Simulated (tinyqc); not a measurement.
Gate-all-around wire with two subbands, quantum capacitance: effect of the gate voltage.

phi is the Fermi level above the lowest subband edge, in volts; Vg is counted from the gate voltage at which an empty wire would have phi = 0. Both directions of motion are filled (equilibrium).

N1 = gv sqrt(2 md m0 kB T/(pi hbar^2)); n1 = N1 F(phi/Vt), n2 = g2 N1 F((phi - E2)/Vt), n = n1 + n2, F(e) = (1/sqrt(pi)) int_0^infinity u^(-1/2) du/(1 + exp(u - e)); Cq = q dn/dphi = (q N1/Vt) [F'(phi/Vt) + g2 F'((phi - E2)/Vt)]. Cox = 2 pi eps0 eox/ln(1 + tox/rw) per length; Vg = phi + q n/Cox. 1/C_G = 1/Cox + 1/(Cq); dphi/dVg = Cox/(Cox + Cq).

Inputs (values chosen for the exercise):
```
symbol  value  unit                                                                 meaning
T          77     K                                                             temperature
eox       3.9        relative permittivity of the gate insulator (close to silicon dioxide)
tox       1.6    nm                                                     insulator thickness
md        0.1    m0                                                     mass along the wire
gv          1                                                             valley degeneracy
E2        0.2    eV                                          second subband above the first
g2          2                                      orbital degeneracy of the second subband
rw        3.9    nm                                                      radius of the wire
```

Constants: q = 1.602176634e-19 C, kB = 1.380649e-23 J/K, hbar = 1.054571817e-34 J s, m0 = 9.1093837015e-31 kg, Vt = kB T/q, eps0 = 8.8541878128e-14 F/cm where lengths are in cm. Results are converted to the units shown.

The same in every row: Cox (pF/cm) = 6.311.

Results:
```
Vg (V),phi (V),n (cm^-1),Cq (pF/cm),C_G (pF/cm),dphi/dVg,share of the second band (%)
-0.2,-0.2000,6.047e-8,1.460e-12,1.460e-12,1.000,1.624e-11
0,-0.005999,2.363e5,4.514,2.632,0.5830,2.072e-11
0.2,0.1124,3.452e6,2.476,1.778,0.7182,7.923e-5
0.4,0.2162,7.241e6,15.91,4.518,0.2841,33.79
0.8,0.4002,1.575e7,5.005,2.791,0.5577,58.58
1,0.5170,1.903e7,4.086,2.480,0.6070,61.03
1.2,0.6421,2.198e7,3.517,2.259,0.6421,62.40
1.4,0.7733,2.469e7,3.122,2.089,0.6690,63.26
1.6,0.9093,2.721e7,2.829,1.953,0.6905,63.85
```

Estimate the missing row, Vg = 0.6 V.

Computed row:
```
Vg (V),phi (V),n (cm^-1),Cq (pF/cm),C_G (pF/cm),dphi/dVg,share of the second band (%)
0.6,0.2958,1.198e7,6.891,3.294,0.4780,53.19
```

With this row back in the table: As Vg goes from -0.2 to 1.6, Cq moves up and down between 1.46e-12 and 15.9 pF/cm, C_G/Cox moves up and down between 2.31e-13 and 0.716 and n rises from 6.05e-8 to 2.72e7 cm^-1. Cq is below Cox for Vg = -0.2, 0, 0.2, 0.8, 1, 1.2, 1.4, 1.6; there the density of states limits the response dn/dVg more than the insulator does. The peak of Cq mirrors the inverse-square-root peak of the density of states at a subband edge.

Numbers from tinyqc (`OMP_NUM_THREADS=1 python tinyqc.py 2200069 2200070 out.jsonl`; about 0.01 s on one thread of a shared Intel Xeon 2.30GHz).
